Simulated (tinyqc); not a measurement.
Free-carrier optics of a doped semiconductor (Drude model with one polar phonon): sweeps and comparisons. A value that a table varies takes the place of the one given here.

eps(E) = ei [1 - Ep^2/(E^2 + i E Gam)] + (es - ei) wT^2/(wT^2 - E^2 - i E gT), with Ep^2 = 8 pi c (e^2/(4 pi eps0)) N/(m ei), c = hbar^2/2m0, N in 1/angstrom^3 (1e-24 per 1/cm^3); Gam = hbar/tau, tau = mu m m0/e with m0/e = 5.685630e-12 kg/C and mu in m^2/(V s). Energies in meV.

n + i k = sqrt(eps1 + i eps2) with k >= 0; R = ((n - 1)^2 + k^2)/((n + 1)^2 + k^2) at normal incidence from vacuum; alpha = 2 E k/(hbar c), times 1e8 for 1/cm; loss function Im(-1/eps) = eps2/(eps1^2 + eps2^2).

Constants: hbar^2/2m0 = 3.80998211 eV angstrom^2; e^2/(4 pi eps0) = 14.39964547 eV angstrom; hbar = 6.58211957e-16 eV s; hbar c = 1973.269805 eV angstrom.

Values chosen for the exercise (mass and dielectric values near those of InSb; N and mu are free inputs; interband absorption and the rise of the mass with filling are left out; not measured data):
```
symbol  value    unit        meaning
m       0.0135   m0          conductivity mass
ei      16.08                high-frequency dielectric constant
wT      22.5     meV         TO phonon
es      17.19                static dielectric constant
N       1.5e+17  1/cm^3      carrier density
mu      37000    cm^2/(V s)  mobility
gT      0.4      meV         phonon damping
E       40.5     meV         photon energy
```

## The coupled modes against doping

L-, L+ solve E^4 - (wL^2 + Ep^2) E^2 + Ep^2 wT^2 = 0, wL = wT sqrt(es/ei); damping left out; energies in meV.

Modes:
```
N (1/cm^3)      Ep     L-      L+  Ep sqrt(ei/es)
3.0e+15       4.37   4.22   23.29            4.22
9.0e+15       7.56   7.29   23.35            7.31
3.0e+16      13.80  13.13   23.65           13.35
5.0e+16      17.82  16.61   24.15           17.24
9.0e+16      23.91  20.35   26.43           23.12
2.0e+17      35.64  22.02   36.43           34.47
3.0e+17      43.65  22.23   44.19           42.22
9.0e+17      75.61  22.42   75.86           73.13
3.0e+18     138.04  22.48  138.17          133.51
```

wL = 23.26 meV

What can be read from the table?

At low density L- follows Ep sqrt(ei/es) (4.22 against 4.22), a plasmon screened by the lattice, and L+ starts at wL. At the highest density L- has come within 0.02 meV of wT, since the carriers screen the field that lifts wL, and L+ is within 0.13 meV of Ep. The branches are closest, 6.08 meV, at 9e+16 1/cm^3 of those listed. The mass is held fixed, while in a real band it rises with filling.

## Reflectance across the plasma edge

Spectrum:
```
E (meV)      eps1    eps2      R  alpha (1/cm)
3.1      -1005.41  764.55  0.965      1.06e+04
9.3       -149.36   41.57  0.958      1.16e+04
15.4       -45.00    9.55  0.941      1.05e+04
21.6        -2.87    6.43  0.471      4.87e+03
26.2        -9.17    2.14  0.874      8.10e+03
30.9        -1.13    1.23  0.439      3.70e+03
34.0         2.02    0.92  0.050      1.08e+03
38.6         5.26    0.62  0.156           531
46.3         8.61    0.36  0.242           288
61.7        11.89    0.15  0.303           138
92.6        14.22    0.05  0.337          56.0
154.3       15.41    0.01  0.353          19.4
```

How do the results move?

Ep = 30.9 meV and Gam = 2.3 meV. R is 0.965 at the lowest energy and lowest, 0.050, at 34.0 meV of those listed; without damping and phonon it would vanish at Ep sqrt(ei/(ei - 1)) = 31.9 meV. At the highest energy R is 0.353, against 0.361 for ei alone. Between the last two rows alpha goes as E^-2.08, where the Drude limit far above Ep and Gam is E^-2. Inside the metallic range the phonon cuts a dip in R near L-, below wT = 22.5 meV, which the rows may miss.

## What moves the optical constants

At the energy E. Each row changes one parameter from the base and keeps the others.

Results:
```
case                   Ep (meV)  Gam (meV)       R  alpha (1/cm)
base                      30.87       2.32  0.1855           442
N = 2.25e+17 1/cm^3       37.80       2.32  0.0351      1.26e+03
m = 0.0162 m0             28.18       1.93  0.2242           277
mu = 22200 cm^2/(V s)     30.87       3.86  0.1888           724
ei = 16.88                30.13       2.32  0.2154           402
E = 48.6 meV              30.87       2.32  0.2564           252
```

What does this show?

The largest shifts from the base row, up to three for each result and ties (the steps differ in size, so this ranks the rows, not the parameters). Ep (meV): N +6.94, m -2.69, ei -0.74; unchanged at the printed digits by mu and E. Gam (meV): mu +1.55, m -0.39; unchanged at the printed digits by N, ei and E. R: N -0.1504, E +0.0710, m +0.0388. alpha (1/cm): N +822, mu +282, E -190.

Run: tinyqc, `OMP_NUM_THREADS=1 python tinyqc.py 1682284 1682285 out.jsonl`; Intel(R) Xeon(R) Processor @ 2.30GHz, one thread, shared host; about 0.01 s of CPU time with all checks.
